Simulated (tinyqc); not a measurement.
Closing and reopening the gap: Kane-Mele model of a buckled honeycomb layer in a normal field.

Sublattices A and B lie at +/-b, so the field gives them the energies +/-D, D = e b Ez (in eV for b in angstrom and Ez in V/angstrom); 2 lam is the gap at zero field. Near the valleys tau = +/-1, for spin sz = +/-1: H = hbar v (tau qx sx + qy sy) + m sz_AB with m = D - tau sz lam, hbar v = (sqrt3/2) a t. On the lattice the spin-orbit term is the second-neighbour hopping i (lam/3 sqrt3) nu sz, nu = +/-1 by the sense of the turn. The filled band of one cone contributes tau sign(m)/2 to the Chern number, in the sense Omega = curl of i<u|grad u>. Rashba terms are left out.

Constants: kB = 8.617333262e-05 eV/K.

Inputs chosen for the exercise (out of a larger set: of the size used for stanene; not measured data): lam = 0.099 eV (spin-orbit half gap); b = 0.38 angstrom (half the buckling height).

Ez = f lam/b. Gap 2 |D - lam|, second gap 2 (D + lam), Z2 index, and the temperature at which kB T equals the gap.

Against field:
```
f     Ez (V/angstrom)  gap (meV)  second gap (meV)  Z2  gap/kB (K)
0.00                0    198.000           198.000   1      2297.7
0.25           0.0651    148.500           247.500   1      1723.3
0.50            0.130     99.000           297.000   1      1148.8
0.75            0.195     49.500           346.500   1       574.4
0.90            0.234     19.800           376.200   1       229.8
1.10            0.287     19.800           415.800   0       229.8
1.50            0.391     99.000           495.000   0      1148.8
2.00            0.521    198.000           594.000   0      2297.7
3.00            0.782    396.000           792.000   0      4595.4
```

What does the comparison show?

The gap closes at Ez = 0.2605 V/angstrom, 26.1 MV/cm at the atoms (the applied field must be larger by the screening), and is back at its zero-field size at twice that. At zero field it is 198.0 meV, above kB T at 300 K (25.9 meV).

tinyqc: `OMP_NUM_THREADS=1 python tinyqc.py 1482271 1482272 out.jsonl`; about 0.06 s, one thread, shared Intel(R) Xeon(R) Processor @ 2.30GHz.
